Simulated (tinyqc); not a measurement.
# Length offset and series resistance from crossing lines

Inverse problem. R_total = Rs + k (L - dL)/Vo with constant Rs, dL and k. Find k, dL and Rs.

R_total at (L, Vo) = (60, 0.44), (120, 0.44), (60, 0.87) and (120, 0.87), L in nm and Vo in V (ohm um): [276.90909, 495.09091, 194.41379, 304.75862]

Solution. At each overdrive R is a straight line in L with slope k/Vo; the two lines cross at L = dL, R = Rs.

k = 1.60 ohm um V/nm
dL = 14.1 nm
Rs = 110 ohm um

Numbers from tinyqc (`OMP_NUM_THREADS=1 python tinyqc.py 2282279 2282280 out.jsonl`; about 0.05 s on one thread of a shared Intel Xeon 2.30GHz).
